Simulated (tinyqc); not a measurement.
One-electron ion in a basis of Gaussians, step by step. Computed by tinyqc, a small Python program that keeps every step. Settings: Z = 3, l = 1. Command: `OMP_NUM_THREADS=1 python tinyqc.py 29641 29642 out.jsonl` (the two numbers bound the seeds that draw the settings). One thread of a shared host (Intel(R) Xeon(R) Processor @ 2.60GHz), about 0.01 s of CPU time with the checks.

## Matrices over normalised Gaussians

exponents of r^l exp(-a r^2) (1/bohr^2): 0.067170  0.148000

Z = 3

l = 1

With p = a_i + a_j and I(k) = Gamma((k+1)/2) / (2 p^((k+1)/2)): S = I(2l+2), T = (2l+3) a_i a_j S / p, V = -Z I(2l+1), each divided by sqrt(S_ii S_jj).

S:
```
,1,2
1,1.000000,0.826832
2,0.826832,1.000000
```

T (hartree):
```
,1,2
1,0.167925,0.191004
2,0.191004,0.370000
```

V (hartree):
```
,1,2
1,-0.827157,-0.865552
2,-0.865552,-1.227809
```

## Generalised eigenproblem

H = T + V (hartree):
```
,1,2
1,-0.659232,-0.674548
2,-0.674548,-0.857809
```

Solve H C = S C e through S^(-1/2); each column has its largest component positive (the first on a tie).

eigenvalues of S: 0.173168  1.826832

eigenvalues (hartree): -0.866189  -0.403186

coefficients:
```
,1,2
1,-0.239192,1.761774
2,1.188680,-1.322157
```

For Z = 3 and l = 1 the exact lowest level is -Z^2/(2 n^2) with n = l + 1: -1.125000 hartree.
